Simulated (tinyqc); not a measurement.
Worked calculation: empirical pseudopotential in a few plane waves. One step of it, computed by the program tinyqc.

Task: Bloch Hamiltonian at G. Basis: the 15 shortest G (labels in 2 pi/a), the same at every k. H(G,G') = c |k + G|^2 delta + VS(|G-G'|^2) cos((G-G').tau) + i VA sin((G-G').tau), tau = a/8 (1,1,1); 1 Ry = 13.605693 eV.

Parameters chosen for this model: fcc lattice, atoms at +/- a/8 (1,1,1); form factors in rydberg at |G|^2 in units of (2 pi/a)^2:
```
parameter                 value      unit
a                      6.500000  angstrom
VS(3)                 -0.206000        Ry
VS(8)                  0.047000        Ry
VS(11)                 0.035000        Ry
VA(3)                  0.103000        Ry
VA(4)                  0.051000        Ry
VA(11)                 0.000000        Ry
hbar^2/2m (2 pi/a)^2   3.560049        eV
```

k point G (2 pi / a): 0  0  0

Give: H(k) at G.

Result:

H(k) at G (eV), lower triangle (Hermitian):
```
               +0+0+0         -1-1-1         -1-1+1         -1+1-1
+0+0+0          0.000
-1-1-1   1.982-0.991i         10.680
-1-1+1  -1.982-0.991i   0.000+0.694i         10.680
-1+1-1  -1.982-0.991i   0.000+0.694i          0.639         10.680
-1+1+1  -1.982+0.991i         -0.639   0.000+0.694i   0.000+0.694i
+1-1-1  -1.982-0.991i   0.000+0.694i          0.639          0.639
+1-1+1  -1.982+0.991i         -0.639   0.000+0.694i          0.000
+1+1-1  -1.982+0.991i         -0.639          0.000   0.000+0.694i
+1+1+1   1.982+0.991i          0.000         -0.639         -0.639
-2+0+0   0.000-0.694i  -1.982+0.991i  -1.982-0.991i  -1.982-0.991i
+0-2+0   0.000-0.694i  -1.982+0.991i  -1.982-0.991i          0.337
+0+0-2   0.000-0.694i  -1.982+0.991i          0.337  -1.982-0.991i
+0+0+2   0.000+0.694i         -0.337   1.982+0.991i         -0.337
+0+2+0   0.000+0.694i         -0.337         -0.337   1.982+0.991i
+2+0+0   0.000+0.694i         -0.337         -0.337         -0.337

               -1+1+1         +1-1-1         +1-1+1         +1+1-1
-1+1+1         10.680
+1-1-1          0.000         10.680
+1-1+1          0.639   0.000+0.694i         10.680
+1+1-1          0.639   0.000+0.694i          0.639         10.680
+1+1+1   0.000+0.694i         -0.639   0.000+0.694i   0.000+0.694i
-2+0+0   1.982-0.991i          0.337         -0.337         -0.337
+0-2+0         -0.337  -1.982-0.991i   1.982-0.991i         -0.337
+0+0-2         -0.337  -1.982-0.991i         -0.337   1.982-0.991i
+0+0+2  -1.982+0.991i         -0.337  -1.982+0.991i          0.337
+0+2+0  -1.982+0.991i         -0.337          0.337  -1.982+0.991i
+2+0+0          0.337   1.982+0.991i  -1.982+0.991i  -1.982+0.991i

               +1+1+1  -2+0+0  +0-2+0  +0+0-2
+1+1+1         10.680
-2+0+0         -0.337  14.240
+0-2+0         -0.337   0.639  14.240
+0+0-2         -0.337   0.639   0.639  14.240
+0+0+2  -1.982-0.991i  -0.639  -0.639   0.000
+0+2+0  -1.982-0.991i  -0.639   0.000  -0.639
+2+0+0  -1.982-0.991i   0.000  -0.639  -0.639

        +0+0+2  +0+2+0  +2+0+0
+0+0+2  14.240
+0+2+0   0.639  14.240
+2+0+0   0.639   0.639  14.240
```
